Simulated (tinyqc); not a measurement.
# Charge control and current of a heterostructure field-effect transistor, step by step

A worked calculation. Computed by tinyqc, a small Python program that keeps every step. Command: `OMP_NUM_THREADS=1 python tinyqc.py 3022476 3022477 out.jsonl hemt walk`. One thread of a shared host (Intel(R) Xeon(R) Processor @ 2.30GHz), about 0.01 s of CPU time with the checks. Intermediate numbers are printed to about 5 digits and carried at full precision; extremes and crossings named in words are read from the listed rows.

Two subbands in a triangular well; E_F is counted from the conduction band edge of the channel at the interface.

Inputs (values chosen for the exercise, modelled on AlGaAs/GaAs):

| quantity | value | unit |
|---|---|---|
| channel mass m | 0.07 | m_0 |
| permittivity eps (barrier and channel) | 12.4 | - |
| barrier thickness d | 37 | nm |
| Schottky barrier phi_B | 1.1 | eV |
| conduction band offset dE_c | 0.3 | eV |
| delta-doping density N_d | 6.7e+12 | 1/cm^2 |
| gate voltage V_G | -0.28 | V |
| mobility mu | 7300 | cm^2/(V s) |
| saturation velocity v_s | 1.2 | 1e7 cm/s |
| gate length L | 390 | nm |
| source resistance R_S | 0 | ohm mm |
| temperature T | 400 | K |
| mixing | 0.5 | - |
| iteration cap | 200 | - |
| spacer between delta layer and channel | 2.2 | nm |

Charge source: delta doping. Velocity law: smooth.

Constants: e = 1.602176634e-19 C; eps_0 = 8.8541878128e-12 F/m; k_B = 8.617333262e-05 eV/K; hbar = 1.054571817e-34 J s; m_0 = 9.1093837015e-31 kg; k_B = 1.380649e-23 J/K.

## Threshold and barrier capacitance

Threshold V_T = phi_B - dE_c - e N_d (d - spacer)/(eps eps_0) (in volts); C_b = eps eps_0/d.

threshold voltage V_T = -2.6025 V

barrier capacitance C_b = 0.29673 microfarad/cm^2

The device is normally on.

## First iteration

Charge control: n_s = C_b (V_G - V_T - E_F/e)/e. Well: mean field F = e n_s/(2 eps eps_0), E_i = (hbar^2/2m)^(1/3) [(3 pi e F/2)(i + 3/4)]^(2/3), i = 0, 1; n_s = D k_B T sum_i ln(1 + exp((E_F - E_i)/k_B T)), D = m/(pi hbar^2), which is solved in closed form for E_F. Iteration from n_s = C_b (V_G - V_T)/(2e): E_F from n_s, n_out from the charge control, n_new = n_s + mixing (n_out - n_s), kept above n_s/10; stop when |n_out/n_s - 1| < 1e-9.

starting n_s = 2.1507e+12 1/cm^2

E_0 = 118.74 meV

E_1 = 208.89 meV

E_F = 175.16 meV

n_out = 3.9770e+12 1/cm^2

Caution: a density of n_out would put E_F above the conduction band minimum of the barrier, where parallel conduction sets in.

## Sheet density

The formulas are those given above.

Course of the iteration:

| iteration | n_s (1/cm^2) | E_F (meV) | \|n_out/n_s - 1\| |
|---|---|---|---|
| 1 | 2.1507e+12 | 175.16 | 8.4916e-01 |
| 2 | 3.0638e+12 | 239.09 | 2.5939e-01 |
| 3 | 3.4612e+12 | 265.02 | 1.0093e-01 |
| 4 | 3.6359e+12 | 276.15 | 4.2374e-02 |
| 5 | 3.7129e+12 | 281.01 | 1.8323e-02 |
| 6 | 3.7469e+12 | 283.14 | 8.0218e-03 |
| 7 | 3.7619e+12 | 284.09 | 3.5307e-03 |
| ... | ... | ... | ... |
| 20 | 3.7738e+12 | 284.83 | 8.6461e-08 |
| 21 | 3.7738e+12 | 284.83 | 3.8215e-08 |
| 22 | 3.7738e+12 | 284.83 | 1.6891e-08 |
| 23 | 3.7738e+12 | 284.83 | 7.4656e-09 |
| 24 | 3.7738e+12 | 284.83 | 3.2997e-09 |
| 25 | 3.7738e+12 | 284.83 | 1.4585e-09 |
| 26 | 3.7738e+12 | 284.83 | 6.4463e-10 |

sheet density n_s = 3.7738e+12 1/cm^2

Converged in 26 iterations.

## Levels and gate capacitance

C_g = e dn_s/dV_G = 1/(1/C_b + 1/C_q), 1/C_q = d(E_F/e)/d(e n_s) by a central difference of +/- 0.1 % in n_s; added distance dd = eps eps_0/C_q.

E_0 = 172.75 meV

E_1 = 303.90 meV

E_F = 284.83 meV

share in the second subband = 12.136 %

gate capacitance C_g = 0.26589 microfarad/cm^2

added distance dd = 4.2926 nm

C_g is 90 % of C_b: the finite density of states and the rise of E_0 act as 4.3 nm of extra barrier. Caution: E_F lies above the conduction band minimum of the barrier, so electrons would spill into the barrier.

## Saturation current

With V = e n_s/C_g and V_c = v_s L/mu: for v = mu F/(1 + mu F/v_s), V_Dsat = V_c (sqrt(1 + 2V/V_c) - 1) and I/W = C_g v_s (V - V_Dsat); g_m = dI/dV; extrinsic g_m/(1 + g_m R_S); f_T = g_m/(2 pi C_g L).

V = 2.2740 V

V_c = 0.064110 V

V_Dsat = 0.47966 V

saturation current I/W = 572.52 mA/mm

intrinsic g_m = 281.45 mS/mm

extrinsic g_m = 281.45 mS/mm

intrinsic f_T = 43.197 GHz

V/V_c = 35.47: velocity saturation rules; I is 79 % of e n_s v_s = 726 mA/mm.

## Gate length

The formulas are those given above.

Scaling; the last columns are v_s/(2 pi L) and mu V/(2 pi L^2):

| L (nm) | I/W (mA/mm) | g_m (mS/mm) | extrinsic g_m (mS/mm) | f_T (GHz) | velocity limit (GHz) | mobility limit (GHz) |
|---|---|---|---|---|---|---|
| 30 | 679.33 | 308.56 | 308.56 | 615.67 | 636.62 | 2.9356e+05 |
| 60 | 661.06 | 304.22 | 304.22 | 303.50 | 318.31 | 7.3390e+04 |
| 120 | 636.08 | 298.10 | 298.10 | 148.70 | 159.15 | 1.8348e+04 |
| 250 | 600.11 | 288.87 | 288.87 | 69.17 | 76.39 | 4.2273e+03 |
| 500 | 554.96 | 276.56 | 276.56 | 33.11 | 38.20 | 1.0568e+03 |
| 1000 | 497.19 | 259.47 | 259.47 | 15.53 | 19.10 | 2.6420e+02 |
| 2000 | 426.45 | 236.22 | 236.22 | 7.07 | 9.55 | 6.6051e+01 |
| 5000 | 317.49 | 194.24 | 194.24 | 2.33 | 3.82 | 1.0568e+01 |

f_T scales as L^-1.02 at the short end and L^-1.21 at the long end; the two limits cross at L = mu V/v_s = 13800 nm. g_m tends to C_g v_s = 319 mS/mm. Fringe capacitances and short-channel effects, left out, lower f_T once L is below about ten barrier thicknesses.

Checks made by the program: iterated density against a bracketing root search (relative difference 6e-10).
